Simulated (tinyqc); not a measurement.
# Off-state leakage of single and stacked transistors, step by step

Numbers from tinyqc (`OMP_NUM_THREADS=1 python tinyqc.py 2242255 2242256 out.jsonl`; about 0.03 s on one thread of a shared Intel Xeon 2.30GHz). Printed values are rounded.

n-channel devices of unit width. Subthreshold current I(Vg, Vs, Vd) = I0 (T/300 K)^0.5 exp[(Vg - Vs - VT(T) - gb (Vs - Vb) + dd (Vd - Vs))/(nf Vt)] (1 - exp(-(Vd - Vs)/Vt)), VT(T) = VT - cT (T - 300 K). Gate-edge tunnelling Ig (Vd/1 V) exp(ag (Vd - 1 V)), for a gate at 0 V, and band-to-band leakage Ab u exp(-Bb/u), u = Vd - Vb + 1 V, flow at a drain held at V; both are taken as independent of T. In a stack of off transistors (all gates at 0 V) the same subthreshold current passes through each.

Values chosen for this exercise; values of the order met in bulk silicon logic transistors: temperature T = 330 K; supply voltage V = 1.1 V; threshold at 300 K, zero drain and body bias VT = 0.49 V; fall of the threshold with temperature cT = 0.8 mV/K; current at threshold at 300 K I0 = 0.28 uA/um; slope factor nf = 1.44; drain-induced lowering per volt dd = 0.13; rise of the threshold per volt of source-body bias gb = 0.13; gate-edge tunnelling current at 1 V Ig = 4e-5 uA/um; exponential slope of the gate current ag = 5.2 1/V; prefactor of band-to-band leakage at the drain Ab = 30 uA/(um V); its exponential voltage Bb = 25 V; body voltage Vb = 0 V.

Constants: q = 1.602176634e-19 C, kB = 1.380649e-23 J/K, Vt = kB T/q. Results are converted to the units shown.

## Leakage of one transistor

Vg = Vs = 0, Vd = V; effective threshold VT(T) - gb Vb - dd V.

effective threshold = 0.323 V
parts (nA/um): subthreshold 0.110217, gate edge 0.0740092, band-to-band 0.425763
total = 0.609989 nA/um
shares (%): subthreshold 18.0686, gate edge 12.1329, band-to-band 69.7985

The band-to-band part is the largest.

## Starting value

Vx = dd V/(1 + gb + 2 dd), the solution for Vx well above Vt, rounded to three decimals.

Vx at the start = 0.103 V

## Iteration 1: new Vx

Stack of two, Vx the node between them: I_low = I(0, 0, Vx), I_up = I(0, Vx, V), f = ln(I_up/I_low), f' = -(1 + gb + 2 dd)/(nf Vt) - 1/(Vt (exp(Vx/Vt) - 1)) - 1/(Vt (exp((V - Vx)/Vt) - 1)), Vx(new) = Vx - f/f'.

I_low = 0.00452783 nA/um
I_up = 0.00463291 nA/um
f = 0.0229410
f' = -34.9099 1/V
Vx after iteration 1 = 0.103657 V

## Iteration 2: new Vx

As before.

I_low = 0.00454014 nA/um
I_up = 0.00454017 nA/um
f = 7.47330e-6
f' = -34.8873 1/V
Vx after iteration 2 = 0.103657 V

## Course of the iteration

Stop when the step is below 1e-11 V, or after 40 iterations.

Course of the iteration:
```
iteration  Vx before the step (V)  step (V)
1                           0.103   6.57e-4
2                        0.103657   2.14e-7
3                        0.103657  2.25e-14
```

Converged in 3 iterations. The subthreshold current of the stack is 0.004540 nA/um, 24.3 times less than that of one transistor (the drain leakage is unchanged); the estimate exp[dd V (1 + gb + dd)/((1 + gb + 2 dd) nf Vt)] gives 23.7.
